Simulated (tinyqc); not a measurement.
## Choice of the length

One arm driven from 0 to V: phase 2 pi dneff L/lam; biased at quadrature the output swings between [1 -+ sin(phase/2)]/2; extinction ratio in dB; insertion loss = loss x L. The modulation amplitude is sin(phase/2) 10^(-insertion loss/10), as a share of the input power.

Inputs (values chosen for the exercise):
- lam = 1530 nm (wavelength)

dneff = 9.777e-5
loss = 11 dB/cm

Choice of the length:

| L (mm) | phase (pi) | extinction (dB) | insertion loss (dB) | amplitude |
|---|---|---|---|---|
| 0.3 | 0.038341 | 0.52343 | 0.33000 | 0.055786 |
| 0.45 | 0.057512 | 0.78575 | 0.49500 | 0.080498 |
| 0.67 | 0.085629 | 1.1718 | 0.73700 | 0.11317 |
| 1 | 0.12780 | 1.7556 | 1.1000 | 0.15479 |
| 1.5 | 0.19171 | 2.6560 | 1.6500 | 0.20285 |
| 2.2 | 0.28117 | 3.9674 | 2.4200 | 0.24484 |
| 3.3 | 0.42175 | 6.2282 | 3.6300 | 0.26664 |
| 5 | 0.63902 | 10.711 | 5.5000 | 0.23773 |
| 7.4 | 0.94575 | 27.405 | 8.1400 | 0.15290 |

Read the table: what changes, and by how much?

The amplitude goes from 0.0558 through a maximum of 0.267 (at L = 3.3 mm among the rows listed) to 0.153, while the extinction ratio rises from 0.523 to 27.4 dB. The phase grows linearly with length while the transmitted power falls exponentially, hence the maximum. Beyond a few millimetres electrode loss and velocity mismatch, left out here, limit the speed.

Program tinyqc, `OMP_NUM_THREADS=1 python tinyqc.py 2650003 2650004 out.jsonl`; Intel Xeon 2.30GHz, shared host, one thread, about 0.01 s.
